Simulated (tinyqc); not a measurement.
The width of the window: equation-of-state fits to an energy-volume table made by a known binding curve. Computed by tinyqc, a small Python program. Command: `OMP_NUM_THREADS=1 python tinyqc.py 3026745 3026746 out.jsonl eosfit walk`. One thread of a shared host (Intel(R) Xeon(R) Processor @ 2.30GHz), about 0.02 s of CPU time with the checks.

With x = (V/V_0)^(1/3), the energy per atom is E = D [exp(-2 eta (x - 1)) - 2 exp(-eta (x - 1))], so that B0 = 2 D eta^2/(9 V_0) and B' = 1 + eta. B' = dB/dP at P = 0.

Inputs (values chosen for the exercise, for a model crystal):
```
quantity                                  value             unit
cohesive energy D                          1.52          eV/atom
true volume V_0                            33.1  angstrom^3/atom
stiffness eta                              4.85                -
shift of the window centre s             -0.012                -
points N                                      7                -
compression V/V_0 for the pressure test     0.8                -
```

Binding curve: Morse. Noise: none.

Constants: 1 eV/angstrom^3 = 160.2176634 GPa.

Method:
- B0 and B' from the formulas above; P = -dE/dV at V = c V_0 (c the compression chosen), from the curve itself.
- Table: V_j = V_0 [1 + s + w (2 j/(N - 1) - 1)], j = 0..N-1, rounded to 0.001; E_j from the curve, rounded to 1e-7 eV.
- Murnaghan: E = E0 + (B0 V/B') [(V0/V)^B'/(B' - 1) + 1] - B0 V0/(B' - 1), P = (B0/B') [(V0/V)^B' - 1].
- Birch-Murnaghan: E = E0 + (9 V0 B0/16) [y^3 B' + y^2 (2 - 4 y)], y = (V0/V)^(2/3) - 1; P = (3 B0/2) (x^7 - x^5) [1 + (3/4)(B' - 4)(x^2 - 1)], x = (V0/V)^(1/3).
- Vinet: E = E0 + (9 B0 V0/h^2) {1 + [h (1 - x) - 1] exp(h (1 - x))}, P = 3 B0 (1 - x) x^-2 exp(h (1 - x)), x = (V/V0)^(1/3), h = (3/2)(B' - 1).
- All are least-squares fits to the energies; for polynomials in V, B0 = V E'' and B' = -1 - V E'''/E'' at the minimum.
- The table is made anew for each w.

exact B0 = 38.4589 GPa

exact B' = 5.85

Errors (%):
```
w     B0, parabola  B0, cubic  B0, Murnaghan  B0, Birch-Murnaghan  B0, Vinet  B', Birch-Murnaghan
0.03         8.944      0.042         -0.004               -0.002     -0.002               -0.235
0.05         9.761      0.730         -0.135               -0.016      0.010               -0.287
0.08        11.776      2.426         -0.455               -0.055      0.031               -0.342
0.12        16.001      6.024         -1.087               -0.137      0.075               -0.466
0.16        22.114     11.334         -1.919               -0.254      0.137               -0.648
0.22        35.346     23.164         -3.440               -0.500      0.262               -1.034
```

What follows from these numbers?

The Birch-Murnaghan error of B0 is smallest among these at w = 0.03 (0.002 % in size); it is 0.002 % at the narrowest and 0.500 % at the widest. This error comes from the form and grows with w. At the widest window the errors of B0 are +35.3 % for the parabola and +23.2 % for the cubic in V.

Extremes, crossings and ranges named in words are read from the listed rows.
